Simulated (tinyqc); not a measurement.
Screening length from the swing.

Inverse problem. In a simple model of a Schottky-barrier transistor a barrier thinner than d = 2.7 nm is transparent, so the effective barrier is pn - psi (1 - exp(-d/lam)) and the swing beyond flat band is Vt ln 10/(1 - exp(-d/lam)). Find the thermionic swing, lam, and the effective barrier at psi = 0.2 V.

Inputs (values chosen for the exercise):
- T = 300 K (temperature)
- pn = 0.53 eV (barrier for electrons at both contacts)

Constants: q = 1.602176634e-19 C, kB = 1.380649e-23 J/K, Vt = kB T/q. Results are converted to the units shown.

swing in the tunnelling range = 123.39852 mV/decade

Solution. The ratio of the two swings is 1 - exp(-d/lam).

Vt ln 10 = 59.53 mV/decade
lam = 4.100 nm
effective barrier = 0.4335 eV

Numbers from tinyqc (`OMP_NUM_THREADS=1 python tinyqc.py 2390046 2390047 out.jsonl`; about 0.5 s on one thread of a shared Intel Xeon 2.30GHz).
